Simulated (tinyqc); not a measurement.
## Contact resistivity and sheet resistance from two contact lengths

Question. Rc = [sqrt(rc Rsh)/Wc] coth(Lc/(2 LT)), LT = sqrt(rc/Rsh), Wc = 22 nm; the second contact is twice as long as the first. Find LT, rc and Rsh.

Rc for Lc = 36 and 72 nm (ohm): [440.467707, 271.269011]

Answer. With t = tanh(Lc/(2 LT)) for the shorter contact, the resistance of the longer over that of the shorter is (1 + t^2)/2. Then sqrt(rc Rsh) = Rc t Wc, and rc and Rsh follow by multiplying and dividing by LT.

LT = 34.30 nm
rc = 1.600e-9 ohm cm^2
Rsh = 136.0 ohm

Numbers from tinyqc (`OMP_NUM_THREADS=1 python tinyqc.py 2170004 2170005 out.jsonl`; about 0.05 s on one thread of a shared Intel Xeon 2.30GHz).
